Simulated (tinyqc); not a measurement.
Thickness from the transmission.

Question. A dielectric of barrier phi1 and mass m1 carries the voltage V, so U = phi1 - V x/t1. At E = 0 the WKB exponent is S = (4 t1/(3 V)) sqrt(m1/C) [phi1^1.5 - max(phi1 - V, 0)^1.5], C = hbar^2/(2 m0), and T = exp(-S). Find S, t1 and the field.

Parameters, values chosen for the exercise:

| symbol | value | unit | meaning |
|---|---|---|---|
| phi1 | 3.21 | eV | barrier of layer 1 above the emitter Fermi level at zero bias |
| m1 | 0.51 | m0 | tunnelling mass of layer 1 |
| V | 6.4 | V | voltage across the dielectric |

Constants: q = 1.602176634e-19 C, hbar = 1.054571817e-34 J s, m0 = 9.1093837015e-31 kg, hbar^2/(2 m0) = 0.0380998212 eV nm^2. Results are converted to the units shown.

T at E = 0 = 4.2190707e-13

Solution. At fixed V the exponent is proportional to t1.

S = 28.5
t1 = 6.50 nm
field = 9.85 MV/cm

Numbers from tinyqc (`OMP_NUM_THREADS=1 python tinyqc.py 2540112 2540113 out.jsonl`; about 0.02 s on one thread of a shared Intel Xeon 2.30GHz).
